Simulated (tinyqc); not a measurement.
What moves the results: impurity band of shallow donors (Hubbard estimate). A value that a table varies takes the place of the one given here.

Constants: e^2/(4 pi eps0) = 14.39964547 eV angstrom.

Inputs chosen for the exercise (near those of two donors in GaAs; the results hold for these values, not for the real material): a = 108.1 angstrom (orbital radius); eps = 13.1 (dielectric constant); Ns = (0.00014, 0.00036, 0.00086, 0.0022, 0.005, 0.011, 0.022) x 1e18/cm^3 (donor densities); R = 390 angstrom (separation).

## From lone donors to an impurity band

Donors on a simple cubic lattice of spacing R = N^(-1/3) (1/angstrom^3 = 1e24/cm^3), Ha* = q/(eps a), q = e^2/(4 pi eps0), x = R/a. Hopping t = Ha* (1 + x) exp(-x), band width B = 12 t, on-site repulsion U = (5/8) Ha*; the gap closes near B/U = 1.15. Valley factors and disorder are left out.

Results:
```
N (1e18/cm^3),R (angstrom),N^(1/3) a,t (meV),B (meV),B/U
0.00014,1925.9,0.056,3.50e-06,4.21e-05,6.62e-06
0.00036,1405.7,0.077,0.000321,0.00385,0.000605
0.00086,1051.6,0.103,0.00650,0.0780,0.0123
0.0022,768.9,0.141,0.0672,0.806,0.127
0.0050,584.8,0.185,0.292,3.50,0.550
0.011,449.6,0.240,0.819,9.83,1.55
0.022,356.9,0.303,1.61,19.3,3.04
```

What does this show, and why?

B/U passes 1.15 between 0.005 and 0.011 x 1e18/cm^3; the root is x = 4.52, N^(1/3) a = 0.221, N = 0.0085 x 1e18/cm^3, below the 0.014 that the empirical rule N^(1/3) a = 0.26 gives; the estimate is rough, since random positions, the overlap of the orbitals and screening are left out. While N grows by 157 times, t grows by 4.6e+05 times.

## What each parameter does (pair of shallow donors (hydrogen-like orbitals))

Each donor has the orbital exp(-r/a); energy unit Ha* = q/(eps a), q = e^2/(4 pi eps0), so that a lone donor is bound by Ha*/2; x = R/a. One electron: S = (1 + x + x^2/3) exp(-x), j = 1/x - (1 + 1/x) exp(-2x), k = (1 + x) exp(-x); levels E(+/-) = -1/2 - (j +/- k)/(1 +/- S) in Ha*, without the repulsion of the ions, split by D = |E(-) - E(+)|.

Two electrons, Heitler-London: with S' = (1 - x + x^2/3) exp(x), C = 1/x - exp(-2x)(1/x + 11/8 + 3x/4 + x^2/6), X = (1/5){exp(-2x)(25/8 - 23x/4 - 3x^2 - x^3/3) + (6/x)[S^2 (0.5772157 + ln x) + S'^2 Ei(-4x) - 2 S S' Ei(-2x)]}, Q = C - 2j + 1/x and A = X - 2 S k + S^2/x, the singlet and triplet lie at (Q +/- w A)/(1 +/- w S^2) from two lone donors, with the valley weight w = 1 (one valley); the exchange is J = triplet - singlet.

x, D = |E(-) - E(+)| and J. Each row changes one parameter from the base and keeps the others.

Results:
```
case,x,D (meV),J (micro-eV)
base,3.608,1.252,356
a = 118.9 angstrom,3.280,1.446,507
eps = 14.4,3.608,1.139,324
R = 448 angstrom,4.144,0.8390,165
```

What can be read from the table?

The largest shifts from the base row, up to three for each result and ties (the steps differ in size, so this ranks the rows, not the parameters). x: R +0.537, a -0.328; unchanged at the printed digits by eps. D (meV): R -0.413, a +0.194, eps -0.113. J (micro-eV): R -191, a +150, eps -32.2.

(tinyqc, `OMP_NUM_THREADS=1 python tinyqc.py 1281131 1281132 out.jsonl`, Intel(R) Xeon(R) Processor @ 2.30GHz, 1 thread, shared host, about 0.01 s.)
